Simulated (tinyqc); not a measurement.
Range and order of the fit: effective mass of the light-hole band from tabulated energies.

c = hbar^2/2m0.
Constants: hbar^2/2m0 = 3.80998211 eV angstrom^2.

Energies along [110], from the band edge downward:

| k (1/angstrom) | E (meV) |
|---|---|
| 0.000000 | 0.00000 |
| 0.006600 | 2.06280 |
| 0.013200 | 8.16880 |
| 0.019800 | 18.07540 |
| 0.026400 | 31.39300 |
| 0.033000 | 47.60580 |
| 0.039600 | 66.10100 |
| 0.046200 | 86.20660 |
| 0.052800 | 107.24130 |

reference mass (curvature of the model at k = 0.0001 1/angstrom) = 0.080186 m0

Least-squares fits of E = a k^2 (+ b k^4 + d k^6) over points 1 to n, and the line y = c k^2/E against E; errors of m against the reference.

Results:

| n | E at point n (meV) | one term (%) | two terms (%) | three terms (%) | line (%) | rms residual, one term (meV) |
|---|---|---|---|---|---|---|
| 3 | 18.1 | 2.74 | 0.02 | 0.00 | -0.03 | 0.077 |
| 4 | 31.4 | 4.71 | 0.07 | 0.00 | -0.07 | 0.230 |
| 5 | 47.6 | 7.22 | 0.16 | 0.00 | -0.15 | 0.528 |
| 6 | 66.1 | 10.29 | 0.32 | 0.00 | -0.30 | 1.029 |
| 7 | 86.2 | 13.94 | 0.59 | 0.01 | -0.52 | 1.791 |
| 8 | 107.2 | 18.22 | 0.99 | 0.01 | -0.85 | 2.866 |

What does the comparison show?

The error of the parabola goes from +2.74 to +18.22 % as the range widens, and at n = 8 its residual, 2.87 meV, is only 2.7 % of the top energy: a small residual does not vouch for the mass. Over the full range (n = 8) the best form is three terms (0.01 %); the line errs by -0.03 % at n = 3 and -0.85 % at n = 8. Without scatter, a narrower range or a second term is the cure: at n = 8 the errors are +18.22, +0.99 and +0.01 % for one, two and three terms. Three terms on three points interpolate exactly.

(tinyqc, `OMP_NUM_THREADS=1 python tinyqc.py 1880157 1880158 out.jsonl`, Intel(R) Xeon(R) Processor @ 2.30GHz, 1 thread, shared host, about 0.01 s.)
